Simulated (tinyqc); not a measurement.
# Changing the lattice temperature T

Model: hot carriers by balance equations with a heated Maxwellian. Computed by tinyqc, a small Python program. Command: `OMP_NUM_THREADS=1 python tinyqc.py 3006823 3006824 out.jsonl hot sweep`. One thread of a shared host (Intel(R) Xeon(R) Processor @ 2.30GHz), about 0.1 s of CPU time with the checks.

The carriers follow a Maxwellian at an electron temperature T_e, slightly displaced; the drift energy is neglected against k_B T_e. The balance averages the rate, not the time, so mu_0 lies below the relaxation-time value.

Inputs (values chosen for the exercise, modelled on electrons in silicon):

| quantity | value | unit |
|---|---|---|
| effective mass m | 0.315 | m_0 |
| density rho | 2329 | kg/m^3 |
| sound velocity v_l | 8900 | m/s |
| acoustic deformation potential D_A | 9.7 | eV |
| phonon energy hbar w | 61.7 | meV |
| optical or intervalley deformation potential D_o | 4.9 | 1e8 eV/cm |
| final valleys Z_f | 5 | - |
| electric field F | 22 | kV/cm |
| mixing | 0.2 | - |
| iteration cap | 300 | - |

Band: parabolic. Solver: damped fixed point.

Constants: k_B = 8.617333262e-05 eV/K; k_B = 1.380649e-23 J/K; e = 1.602176634e-19 C; hbar = 1.054571817e-34 J s; m_0 = 9.1093837015e-31 kg; hbar = 6.582119569e-16 eV s.

Method:
- Parabolic band: E = hbar^2 k^2/(2 m), speed v = hbar k/m, states per spin, volume and energy g(E) = m k/(2 pi^2 hbar^2). Masses are multiplied by m_0 and all formulas are in SI units.
- Phonon occupation N_q = 1/(exp(hbar w/(k_B T)) - 1).
- Acoustic deformation potential (elastic, equipartition, absorption and emission together): 1/tau = 2 pi k_B T D_A^2 g(E)/(hbar rho v_l^2).
- Optical or intervalley deformation potential: 1/tau = (pi Z_f D_o^2/(rho w)) [N_q g(E + hbar w) + (N_q + 1) g(E - hbar w)], with g = 0 below the band edge.
- Averages over the Maxwellian, <y> = int y x^(1/2) exp(-x) dx / int x^(1/2) exp(-x) dx with x = E/(k_B T_e), split at x_0 = hbar w/(k_B T_e): 64 Gauss-Legendre points in sqrt(x) below it and 128 in sqrt(x - x_0) above it, up to x = 32. Momentum balance: mu(T_e) = e/(m nu), nu = <x (sum of rates)>/<x>. Power lost per carrier: P(T_e) = hbar w <emission rate - absorption rate> + <(2 m v_l^2/(k_B T)) (E - 2 k_B T) acoustic rate>.
- Energy relaxation time at weak heating: tau_E = (3/2) k_B / (dP/dT_e), the derivative by a central difference of +/- 0.5 K at T_e = T.
- Fixed point: T_out = T + (T_e - T) e mu(T_e) F^2/P(T_e), T_new = T_e + mixing (T_out - T_e).
- Start at T_e = 1.5 T; stop when T_e moves by less than 1e-6 K or exceeds 1e6 K.
- v = mu(T_e) F; warm-carrier coefficient (mu/mu_0 - 1)/F^2.

One run for each value:

| lattice temperature T (K) | drift velocity (1e7 cm/s) | low-field mobility mu_0 (cm^2/(V s)) | electron temperature T_e (K) | energy relaxation time tau_E (ps) |
|---|---|---|---|---|
| 80 | 1.359 | 13646 | 1377 | 21.01 |
| 110 | 1.304 | 8018 | 1318 | 4.70 |
| 140 | 1.249 | 5104 | 1263 | 1.94 |
| 190 | 1.152 | 2764 | 1181 | 0.90 |
| 250 | 1.035 | 1596 | 1101 | 0.59 |
| 340 | 0.873 | 892 | 1022 | 0.45 |
| 450 | 0.708 | 543 | 984 | 0.40 |
| 600 | 0.539 | 336 | 1000 | 0.39 |

What does the table show, and why?

Over the rows, drift velocity (1e7 cm/s) falls from 1.36 to 0.539 (exponent d ln y / d ln x -0.13 between the first rows and -0.94 between the last); low-field mobility mu_0 (cm^2/(V s)) falls from 13600 to 336 (exponent d ln y / d ln x between -2.0 and -1.7); electron temperature T_e (K) goes from 1380 through a minimum among these rows, 984 at 450, to 1000. mu_0 changes by a factor 40.6 over the table and the drift velocity at this field by 2.52: hot carriers care less about the lattice temperature.

Extremes, crossings and ranges named in words are read from the listed rows.
